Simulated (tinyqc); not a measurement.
# MOSFET in saturation, small-signal circuit and noise: what changes with what

Bias by the inversion coefficient IC = I/Ispec (charge-based model with velocity saturation; weak inversion below 0.1, strong above 10). Common-source circuit: gm, gds, Cgs, Cgd and Cj at the inner nodes, Rg in series with the gate; quasi-static, no source or drain resistance, no gate-body capacitance, no substrate network, no induced gate noise, so fmax is an upper estimate.

Values chosen for this exercise:
- T = 400 K (temperature)
- L = 28 nm (gate length)
- W = 80 um (total gate width)
- Cox = 1.76 uF/cm^2 (gate capacitance)
- mu = 250 cm^2/(V s) (mobility)
- n = 1.32 (slope factor)
- Ls = 10 nm (velocity-saturation length)
- sg = 0.14 (ratio gds/gm)
- Cov = 0.42 fF/um (overlap and fringe capacitance per side)
- Cj = 0.73 fF/um (drain junction capacitance)
- Rsh = 10 ohm (sheet resistance of the gate)
- Wf = 2 um (finger width)
- Rc = 50 ohm um (gate contact and vertical resistance)
- IC = 3.5 (inversion coefficient)
- gw = 0.12 (short-channel excess of the noise factor)
- Nt = 5.6e16 cm^-3 eV^-1 (oxide trap density)
- lt = 0.1 nm (tunnelling length into the oxide)
- ac = 3000 V s/C (Coulomb scattering coefficient)

Constants: q = 1.602176634e-19 C, kB = 1.380649e-23 J/K, Vt = kB T/q. Results are converted to the units shown.

Each table varies one quantity; the others keep the values above.

## Effect of the finger width on speed and noise

Ispec = 2 n mu Cox (W/L) Vt^2, lc = Ls/L, gms = [sqrt((lc IC + 1)^2 + 4 IC) - 1]/[2 + lc (lc IC + 1)], gm = gms Ispec/(n Vt), gds = sg gm. qs = [sqrt(1 + 4 IC) - 1]/2, Cgs = Cox W L qs (2 qs + 3)/(3 (qs + 1)^2) + Cov W, Cgd = Cov W, Cd = Cj W, Rg = Rsh (Wf/L)/(12 Nf) + Rc/W with Nf = W/Wf fingers (not rounded) contacted at both ends. fT = gm/(2 pi (Cgs + Cgd)), fmax = fT/(2 sqrt(Rg (gds + 2 pi fT Cgd))). Channel noise Sid = 4 kB T gam n gm with gam = (1/2 + (2/3) qs)/(1 + qs) + gw lc IC, qs = [sqrt(1 + 4 IC) - 1]/2, lc = Ls/L (the last term an empirical rise with velocity saturation); at the gate, white noise Sw = Sid/gm^2 + 4 kB T Rg. Number fluctuation with correlated mobility: S(f) = K/f, K = q^2 Vt lt Nt/(W L Cox^2) (1 + ac mu Cox I/gm)^2, Vt in eV with Nt per eV. Corner fc = K/Sw. IC is held fixed.

The same in every row: I (uA) = 1.380e4; fT (GHz) = 192.8.

Effect of the finger width on speed and noise:
```
Wf (um)  Rg (ohm)  fmax (GHz)  sqrt(Sw) (nV/Hz^0.5)  fc (MHz)
0.25       0.6483       509.4                0.4733     44.02
0.5        0.7180       484.0                0.4749     43.72
1          0.9970       410.7                0.4814     42.56
2           2.113       282.1                0.5063     38.46
4           6.577       159.9                0.5958     27.78
8           24.43       82.96                0.8657     13.16
```

What does the table show?

As Wf goes from 0.25 to 8 um, fT stays at 193 GHz, fmax falls from 509 to 83.0 GHz, the white noise rises from 0.473 to 0.866 nV/Hz^0.5 and the corner falls from 44.0 to 13.2 MHz. The finger width leaves fT alone and acts through Rg, whose sheet part goes as Wf^2.

## Effect of the overlap and fringe capacitance per side on speed and noise

Same model as above.

Corner fc = K/Sw. IC is held fixed.

The same in every row: I (uA) = 13801; Rg (ohm) = 2.1131; sqrt(Sw) (nV/Hz^0.5) = 0.50633; fc (MHz) = 38.463.

Results:
```
Cov (fF/um)  fT (GHz)  fmax (GHz)
0.05           620.82      1229.4
0.15           388.06      637.59
0.25           282.24      434.00
0.45           182.64      265.75
0.55           155.24      222.71
0.65           135.00      191.69
```

Estimate the missing row, Cov = 0.35 fF/um.

Computed row:
```
Cov (fF/um)  fT (GHz)  fmax (GHz)
0.35           221.77      329.53
```

With this row back in the table: As Cov goes from 0.05 to 0.65 fF/um, fT falls from 621 to 135 GHz, fmax falls from 1230 to 192 GHz, the white noise stays at 0.506 nV/Hz^0.5 and the corner stays at 38.5 MHz.

## Effect of the inversion coefficient on speed and noise

Same model as above.

Corner fc = K/Sw. IC is held fixed.

The same in every row: Rg (ohm) = 2.1131.

Result of one run:
```
IC  I (uA)  fT (GHz)  fmax (GHz)  sqrt(Sw) (nV/Hz^0.5)  fc (MHz)
3    11830    179.20      272.20               0.51590    36.266
```

What becomes of these results when the inversion coefficient IC is changed from 3 to 0.3, all else the same?

Result of the changed run:
```
IC   I (uA)  fT (GHz)  fmax (GHz)  sqrt(Sw) (nV/Hz^0.5)  fc (MHz)
0.3  1183.0    43.162      135.89               0.91378    9.9278
```

The whole series:
```
IC      I (uA)  fT (GHz)  fmax (GHz)  sqrt(Sw) (nV/Hz^0.5)  fc (MHz)
0.03    118.30    5.8528      50.530                2.4332    1.3608
0.1     394.33    17.651      87.452                1.4078    4.0996
0.3     1183.0    43.162      135.89               0.91378    9.9278
1       3943.3    97.909      202.75               0.63601    21.568
3        11830    179.20      272.20               0.51590    36.266
10       39433    290.36      344.54               0.48512    52.925
30    1.1830e5    368.91      387.21               0.55942    69.157
```

As IC goes from 0.03 to 30, fT rises from 5.85 to 369 GHz, fmax rises from 50.5 to 387 GHz, the white noise goes from 2.43 through a minimum of 0.485 (at IC = 10 among the rows listed) to 0.559 nV/Hz^0.5 and the corner rises from 1.36 to 69.2 MHz. For IC = 0.03 to 0.1 fmax exceeds 4 fT, where channel resistance and substrate losses, left out here, would cap it.

Program tinyqc, `OMP_NUM_THREADS=1 python tinyqc.py 2150041 2150042 out.jsonl`; Intel Xeon 2.30GHz, shared host, one thread, about 0.01 s.
